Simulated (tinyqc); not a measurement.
Inside a calculation. Model: tunnelling through a two-layer gate stack, WKB transmission and Tsu-Esaki current.

Computed by the program tinyqc: `OMP_NUM_THREADS=1 python tinyqc.py 2540006 2540007 out.jsonl`, one thread of a shared Intel Xeon 2.30GHz, about 0.04 s for the whole run. Printed values are rounded.

Electrons leave the emitter at x = 0. Energies E (motion across the layers) are in eV from the emitter Fermi level; the collector Fermi level lies at -V and offers states at every E. No charge in the dielectric and no image force: F1 = V/(t1 + t2 eps1/eps2), F2 = F1 eps1/eps2; U = phi1 - F1 x in layer 1 and phi2 - F1 t1 - F2 (x - t1) in layer 2. With C = hbar^2/(2 m0), kappa = sqrt(m (U - E)/C) where U > E and 0 elsewhere; T(E) = exp(-S), S = 2 times the integral of kappa over x.

Parameters, values chosen for the exercise; layer 1 close to silicon dioxide, layer 2 close to zirconium oxide:
- T = 200 K (temperature)
- Ef = 2.3 eV (Fermi energy of the emitter above its band bottom)
- me = 1 m0 (emitter mass in the supply function)
- phi1 = 3.2 eV (barrier of layer 1 above the emitter Fermi level at zero bias)
- m1 = 0.49 m0 (tunnelling mass of layer 1)
- t1 = 0.9 nm (thickness of layer 1)
- eps1 = 3.82 (relative permittivity of layer 1)
- phi2 = 1.36 eV (barrier of layer 2 at zero bias)
- m2 = 0.25 m0 (tunnelling mass of layer 2)
- t2 = 1.3 nm (thickness of layer 2)
- eps2 = 25.6 (relative permittivity of layer 2)
- V = 0.3 V (voltage across the dielectric)
- E = 0 eV (energy of the electron followed)
- nc = 6 (cells in each layer)
- Ea = -1.4 eV (lower end of the energy grid)
- Eb = 0.17 eV (upper end of the energy grid)
- nE = 9 (points of the energy grid)

Constants: q = 1.602176634e-19 C, kB = 1.380649e-23 J/K, hbar = 1.054571817e-34 J s, m0 = 9.1093837015e-31 kg, Vt = kB T/q, hbar^2/(2 m0) = 0.0380998212 eV nm^2. Results are converted to the units shown.

## Fields and band edges

F1 = V/(t1 + t2 eps1/eps2), F2 = F1 eps1/eps2; U = phi1 - F1 x in layer 1 and phi2 - F1 t1 - F2 (x - t1) in layer 2. EOT = 3.9 (t1/eps1 + t2/eps2).

F1 = 2.74227 MV/cm
F2 = 0.409198 MV/cm
U at the end of layer 1 = 2.95320 eV
U at the start of layer 2 = 1.11320 eV
U at the end of layer 2 = 1.06 eV
EOT = 1.11690 nm

## WKB exponent by the midpoint rule

Cut each layer into nc equal cells, take U and kappa at the cell centres, and sum S = 2 sum kappa h.

```
cell   x (nm)   U (eV)  kappa (1/nm)
0     0.07500  3.17943       6.39457
1     0.22500  3.13830       6.35307
2     0.37500  3.09716       6.31130
3     0.52500  3.05603       6.26925
4     0.67500  3.01490       6.22691
5     0.82500  2.97376       6.18429
6     1.00833  1.10876       2.69729
7     1.22500  1.09990       2.68649
8     1.44167  1.09103       2.67564
9     1.65833  1.08216       2.66474
10    1.87500  1.07330       2.65380
11    2.09167  1.06443       2.64282
```

S = 18.2642
T(E) = 1.16944e-8

## WKB exponent in closed form

Each layer adds (2/F) sqrt(m/C) [G(u at its left edge) - G(u at its right edge)] to S, with u = U - E (0 where negative) and G(u) = (2/3) u^1.5. The slope follows from 1/d = -dS/dE.

S = 18.2641
T(E) = 1.16947e-8
energy d over which T(E) grows by a factor e = 0.19860 eV

The midpoint rule gives S = 18.264, so its T(E) is within 0.01 % of this value. The band edge stays above E through the whole stack: direct tunnelling through a trapezoid.

## Current density on a coarse energy grid

J = J0 times the integral of T(E) N(E) dE, N = ln[(1 + exp(-E/Vt))/(1 + exp((-E - V)/Vt))], J0 = q^2 me m0 kB T/(2 pi^2 hbar^3) (times 1e-4 for A/cm^2 per eV), by Simpson's rule on nE equally spaced points from Ea to Eb.

```
point    E (eV)         T(E)           N       T(E) N
0      -1.40000  3.21793e-11     17.4068  5.60138e-10
1      -1.20375  6.64895e-11     17.4068   1.15737e-9
2      -1.00750  1.40940e-10     17.4068   2.45331e-9
3      -0.81125  3.07474e-10     17.4068   5.35212e-9
4      -0.61500  6.93101e-10     17.4068   1.20647e-8
5      -0.41875   1.62255e-9     17.4058   2.82417e-8
6      -0.22250   3.97101e-9     12.8989   5.12218e-8
7      -0.02625   1.02529e-8     1.72033   1.76384e-8
8       0.17000   2.82951e-8  5.20208e-5  1.47193e-12
```

J0 = 2.78910e8 A/(cm^2 eV)
J = 6.23262 A/cm^2

The integrand peaks at E = -0.223 eV among these points. A converged quadrature from -Ef to above the barrier gives 6.605 A/cm^2; this grid is 5.6 % below that.
